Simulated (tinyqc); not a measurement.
Inside a calculation. Model: size effects in the resistivity of thin metal films and interconnect lines. Computed by tinyqc, a small Python program that keeps every step. Command: `OMP_NUM_THREADS=1 python tinyqc.py 3018047 3018048 out.jsonl size walk`. One thread of a shared host (Intel(R) Xeon(R) Processor @ 2.30GHz), about 0.01 s of CPU time with the checks. Intermediate numbers are printed to about 5 digits and carried at full precision; extremes and crossings named in words are read from the listed rows.

Electrons lose their drift at surfaces (a share 1 - p of the hits) and at grain boundaries (reflection R), besides bulk scattering. The line sits in a trench with a non-conducting liner on both walls and the bottom; the spacing equals the drawn width.

Inputs (values chosen for the exercise, modelled on copper): bulk resistivity rho_b = 1.64 microohm cm; bulk mean free path lambda = 42 nm; specularity p = 0; grain-boundary reflection R = 0.31; drawn line width w = 5.2 nm; grain size over metal width = 0.69; aspect ratio (height over width) = 2; liner thickness t = 1 nm; line length = 88 micrometre; permittivity of the dielectric k = 3.6; competitor: rho_b relative to this metal = 3.3; competitor: lambda relative to this metal = 0.46; competitor: liner relative to t = 0.37.

Geometry: line.

Constants: eps_0 = 8.8541878128e-12 F/m.

## Metal cross-section

Metal width w_m = w - 2t, height h_m = (aspect ratio) w - t, grain size D = (ratio) w_m.

metal width w_m = 3.2 nm

metal height h_m = 9.4 nm

grain size D = 2.208 nm

share of the trench filled by metal = 55.621 %

## Grain boundaries

Mayadas-Shatzkes: alpha = (lambda/D) R/(1 - R); rho_b/rho = 1 - 3 alpha/2 + 3 alpha^2 - 3 alpha^3 ln(1 + 1/alpha).

alpha = 8.5460

rho/rho_b from grains = 12.457

The linear estimate 1 + 3 alpha/2 gives 13.819, 11 % high; at large alpha the slope is 4/3.

## Surfaces

Fuchs-Sondheimer film: rho_b/rho = 1 - (3/(2 kappa))(1 - p) int_0^1 (s - s^3)(1 - exp(-kappa/s))/(1 - p exp(-kappa/s)) ds, f = rho/rho_b, kappa = thickness/lambda, 80 Gauss-Legendre points. Line: the excess of a film of thickness w_m and of a film of thickness h_m are added, rho/rho_b = 1 + (f(w_m) - 1) + (f(h_m) - 1), an estimate that holds best when both sides exceed lambda.

kappa = w_m/lambda = 0.076190

f(w_m) = 5.7455

f(h_m) = 2.9001

rho/rho_b from surfaces = 7.6456

Caution: for lines much narrower than lambda adding the two film terms and the grain term underestimates the resistivity.

## Resistance and delay

Total: rho = rho_b [1 + surface excess + grain excess]; resistance per length rho/(w_m h_m); capacitance per length C = 2 k eps_0 (aspect ratio + 1/2), a parallel-plate estimate for two neighbours plus a fixed term for the planes above and below; delay 0.38 R C L^2; effective resistivity per drawn area.

resistivity rho = 31.329 microohm cm

resistance per length = 10415 ohm/micrometre

capacitance per length = 0.15938 fF/micrometre

RC delay = 4884.7 ps

effective resistivity per drawn area = 56.326 microohm cm

Of the factor 34.34 over bulk, scattering gives 19.10 and the liner 1.80; within scattering, grain boundaries outweigh surfaces (11.46 against 6.65, grains first).

## A short-path metal as competitor

w_m = w - 2t, h_m = (aspect ratio) w - t, D = (ratio) w_m; rho = rho_b [1 + surface excess + grain excess]. Effective resistivity rho (aspect ratio) w^2/(w_m h_m) for the metal with its liner, for the same metal without liner, and for a competitor with its own rho_b, lambda and liner, and for that competitor with the liner t; p, R, aspect and grain ratios are the same.

Effective resistivity (microohm cm):
```
w (nm)  this metal  without liner  competitor  competitor, liner t
200          2.204          2.172       6.247                 6.30
100          2.808          2.718       7.102                 7.24
50           4.111          3.826       8.887                 9.26
30           6.012          5.290      11.393                12.28
20           8.659          7.080      14.678                16.57
14          12.588          9.323      19.116                23.00
10          19.008         12.237      25.415                33.54
7           32.254         16.488      35.787                55.24
5           61.342         22.007      51.700               102.59
```

The competitor wins below a width between 7.00 and 5.00 nm. In narrow lines rho scales as rho_b lambda/w, and the product rho_b lambda of the competitor is 1.52 times this metal's. At the narrowest width the liner costs this metal a factor 2.79. With the same liner the competitor wins nowhere in the table; at the narrowest width the thinner liner lowers it from 103 to 51.7. Rows with w - 2t below lambda stretch the additive estimate. Metal widths below about 5 nm are outside this semiclassical model. Caution: below about 5 nm roughness, discontinuity and quantum confinement take over from this semiclassical model.

Checks made by the program: grain-boundary formula against its angular integral 3 int_0^1 c^3/(c + alpha) dc (relative difference below 1e-10).
